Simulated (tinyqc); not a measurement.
# Tunnelling through a two-layer gate stack, WKB transmission and Tsu-Esaki current, step by step

Computed by the program tinyqc: `OMP_NUM_THREADS=1 python tinyqc.py 2540031 2540032 out.jsonl`, one thread of a shared Intel Xeon 2.30GHz, about 0.04 s for the whole run. Printed values are rounded.

Electrons leave the emitter at x = 0. Energies E (motion across the layers) are in eV from the emitter Fermi level; the collector Fermi level lies at -V and offers states at every E. No charge in the dielectric and no image force: F1 = V/(t1 + t2 eps1/eps2), F2 = F1 eps1/eps2; U = phi1 - F1 x in layer 1 and phi2 - F1 t1 - F2 (x - t1) in layer 2. With C = hbar^2/(2 m0), kappa = sqrt(m (U - E)/C) where U > E and 0 elsewhere; T(E) = exp(-S), S = 2 times the integral of kappa over x.

Parameters, values chosen for the exercise; layer 1 close to silicon dioxide, layer 2 close to hafnium oxide: temperature T = 350 K; Fermi energy of the emitter above its band bottom Ef = 0.39 eV; emitter mass in the supply function me = 0.77 m0; barrier of layer 1 above the emitter Fermi level at zero bias phi1 = 3.16 eV; tunnelling mass of layer 1 m1 = 0.49 m0; thickness of layer 1 t1 = 1 nm; relative permittivity of layer 1 eps1 = 3.78; barrier of layer 2 at zero bias phi2 = 1.44 eV; tunnelling mass of layer 2 m2 = 0.19 m0; thickness of layer 2 t2 = 3.9 nm; relative permittivity of layer 2 eps2 = 21.1; voltage across the dielectric V = 0.3 V; energy of the electron followed E = 0 eV; cells in each layer nc = 4; lower end of the energy grid Ea = -0.39 eV; upper end of the energy grid Eb = 0.39 eV; points of the energy grid nE = 13.

Constants: q = 1.602176634e-19 C, kB = 1.380649e-23 J/K, hbar = 1.054571817e-34 J s, m0 = 9.1093837015e-31 kg, Vt = kB T/q, hbar^2/(2 m0) = 0.0380998212 eV nm^2. Results are converted to the units shown.

## Fields and band edges

F1 = V/(t1 + t2 eps1/eps2), F2 = F1 eps1/eps2; U = phi1 - F1 x in layer 1 and phi2 - F1 t1 - F2 (x - t1) in layer 2. EOT = 3.9 (t1/eps1 + t2/eps2).

F1 = 1.766084 MV/cm
F2 = 0.3163886 MV/cm
U at the end of layer 1 = 2.983392 eV
U at the start of layer 2 = 1.263392 eV
U at the end of layer 2 = 1.14 eV
EOT = 1.752599 nm

## WKB exponent by the midpoint rule

Cut each layer into nc equal cells, take U and kappa at the cell centres, and sum S = 2 sum kappa h.

```
cell    x (nm)    U (eV)  kappa (1/nm)
0     0.125000  3.137924      6.352692
1     0.375000  3.093772      6.307841
2     0.625000  3.049620      6.262668
3     0.875000  3.005468      6.217168
4     1.487500  1.247968      2.494692
5     2.462500  1.217120      2.463667
6     3.437500  1.186272      2.432246
7     4.412500  1.155424      2.400413
```

S = 31.66267
T(E) = 1.774505e-14

## WKB exponent in closed form

Each layer adds (2/F) sqrt(m/C) [G(u at its left edge) - G(u at its right edge)] to S, with u = U - E (0 where negative) and G(u) = (2/3) u^1.5. The slope follows from 1/d = -dS/dE.

S = 31.66251
T(E) = 1.774786e-14
energy d over which T(E) grows by a factor e = 0.10006 eV

The midpoint rule gives S = 31.663, so its T(E) is 0.016 % below this value. The band edge stays above E through the whole stack: direct tunnelling through a trapezoid.

## Current density on a coarse energy grid

J = J0 times the integral of T(E) N(E) dE, N = ln[(1 + exp(-E/Vt))/(1 + exp((-E - V)/Vt))], J0 = q^2 me m0 kB T/(2 pi^2 hbar^3) (times 1e-4 for A/cm^2 per eV), by Simpson's rule on nE equally spaced points from Ea to Eb.

```
point      E (eV)          T(E)            N        T(E) N
0      -0.3900000  4.584912e-16     9.897381  4.537862e-15
1      -0.3250000  8.183625e-16     9.584519  7.843611e-15
2      -0.2600000  1.476824e-15     8.385231  1.238351e-14
3      -0.1950000  2.696388e-15     6.436628  1.735565e-14
4      -0.1300000  4.984752e-15     4.320031  2.153429e-14
5      -0.0650000  9.338770e-15     2.264363  2.114636e-14
6       0.0000000  1.774786e-14    0.6930993  1.230103e-14
7       0.0650000  3.425273e-14    0.1096456  3.755661e-15
8       0.1300000  6.721836e-14   0.01334017  8.967043e-16
9       0.1950000  1.343255e-13  0.001555124  2.088929e-16
10      0.2600000  2.738065e-13  1.803453e-4  4.937972e-17
11      0.3250000  5.704373e-13  2.090165e-5  1.192308e-17
12      0.3900000  1.217521e-12  2.422288e-6  2.949187e-18
```

J0 = 3.758319e8 A/(cm^2 eV)
J = 2.444202e-6 A/cm^2

The integrand peaks at E = -0.130 eV among these points. A converged quadrature from -Ef to above the barrier gives 2.442e-6 A/cm^2; this grid is 0.079 % above that.
